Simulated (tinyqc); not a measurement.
# Tunnelling through a two-layer gate stack, WKB transmission and Tsu-Esaki current, step by step

tinyqc, about 0.05 s, one thread, Intel Xeon 2.30GHz (shared host): `OMP_NUM_THREADS=1 python tinyqc.py 2540123 2540124 out.jsonl` Printed values are rounded.

Electrons leave the emitter at x = 0. Energies E (motion across the layers) are in eV from the emitter Fermi level; the collector Fermi level lies at -V and offers states at every E. No charge in the dielectric and no image force: F1 = V/(t1 + t2 eps1/eps2), F2 = F1 eps1/eps2; U = phi1 - F1 x in layer 1 and phi2 - F1 t1 - F2 (x - t1) in layer 2. With C = hbar^2/(2 m0), kappa = sqrt(m (U - E)/C) where U > E and 0 elsewhere; T(E) = exp(-S), S = 2 times the integral of kappa over x.

Parameters, values chosen for the exercise; layer 1 close to silicon dioxide, layer 2 close to zirconium oxide: temperature T = 77 K; Fermi energy of the emitter above its band bottom Ef = 0.4 eV; emitter mass in the supply function me = 0.9 m0; barrier of layer 1 above the emitter Fermi level at zero bias phi1 = 3 eV; tunnelling mass of layer 1 m1 = 0.52 m0; thickness of layer 1 t1 = 0.6 nm; relative permittivity of layer 1 eps1 = 3.96; barrier of layer 2 at zero bias phi2 = 1.39 eV; tunnelling mass of layer 2 m2 = 0.25 m0; thickness of layer 2 t2 = 3 nm; relative permittivity of layer 2 eps2 = 25.2; voltage across the dielectric V = 1 V; energy of the electron followed E = 0 eV; cells in each layer nc = 3; lower end of the energy grid Ea = -0.4 eV; upper end of the energy grid Eb = 0.065 eV; points of the energy grid nE = 9.

Constants: q = 1.602176634e-19 C, kB = 1.380649e-23 J/K, hbar = 1.054571817e-34 J s, m0 = 9.1093837015e-31 kg, Vt = kB T/q, hbar^2/(2 m0) = 0.0380998212 eV nm^2. Results are converted to the units shown.

Range of the model: A layer thinner than 0.8 nm holds only a few atomic planes, where an effective mass is a rough description.

## Fields and band edges

F1 = V/(t1 + t2 eps1/eps2), F2 = F1 eps1/eps2; U = phi1 - F1 x in layer 1 and phi2 - F1 t1 - F2 (x - t1) in layer 2. EOT = 3.9 (t1/eps1 + t2/eps2).

F1 = 9.33333 MV/cm
F2 = 1.46667 MV/cm
U at the end of layer 1 = 2.44 eV
U at the start of layer 2 = 0.83 eV
U at the end of layer 2 = 0.39 eV
EOT = 1.05519 nm

## WKB exponent by the midpoint rule

Cut each layer into nc equal cells, take U and kappa at the cell centres, and sum S = 2 sum kappa h.

| cell | x (nm) | U (eV) | kappa (1/nm) |
|---|---|---|---|
| 0 | 0.10000 | 2.90667 | 6.29851 |
| 1 | 0.30000 | 2.72000 | 6.09291 |
| 2 | 0.50000 | 2.53333 | 5.88012 |
| 3 | 1.10000 | 0.75667 | 2.22823 |
| 4 | 2.10000 | 0.61000 | 2.00066 |
| 5 | 3.10000 | 0.46333 | 1.74363 |

S = 19.2537
T(E) = 4.34746e-9

## WKB exponent in closed form

Each layer adds (2/F) sqrt(m/C) [G(u at its left edge) - G(u at its right edge)] to S, with u = U - E (0 where negative) and G(u) = (2/3) u^1.5. The slope follows from 1/d = -dS/dE.

S = 19.2455
T(E) = 4.38317e-9
energy d over which T(E) grows by a factor e = 0.088067 eV

The midpoint rule gives S = 19.254, so its T(E) is 0.81 % below this value. The band edge stays above E through the whole stack: direct tunnelling through a trapezoid.

## Current density on a coarse energy grid

J = J0 times the integral of T(E) N(E) dE, N = ln[(1 + exp(-E/Vt))/(1 + exp((-E - V)/Vt))], J0 = q^2 me m0 kB T/(2 pi^2 hbar^3) (times 1e-4 for A/cm^2 per eV), by Simpson's rule on nE equally spaced points from Ea to Eb.

| point | E (eV) | T(E) | N | T(E) N |
|---|---|---|---|---|
| 0 | -0.400000 | 8.04504e-11 | 60.2832 | 4.84981e-9 |
| 1 | -0.341875 | 1.36312e-10 | 51.5233 | 7.02327e-9 |
| 2 | -0.283750 | 2.34498e-10 | 42.7634 | 1.00279e-8 |
| 3 | -0.225625 | 4.10208e-10 | 34.0035 | 1.39485e-8 |
| 4 | -0.167500 | 7.31013e-10 | 25.2436 | 1.84534e-8 |
| 5 | -0.109375 | 1.33003e-9 | 16.4837 | 2.19238e-8 |
| 6 | -0.051250 | 2.47736e-9 | 7.72423 | 1.91357e-8 |
| 7 | 0.006875 | 4.74008e-9 | 0.303676 | 1.43945e-9 |
| 8 | 0.065000 | 9.35741e-9 | 5.56711e-5 | 5.20937e-13 |

J0 = 9.66425e7 A/(cm^2 eV)
J = 0.519463 A/cm^2

The integrand peaks at E = -0.109 eV among these points. A converged quadrature from -Ef to above the barrier gives 0.5359 A/cm^2; this grid is 3.1 % below that.
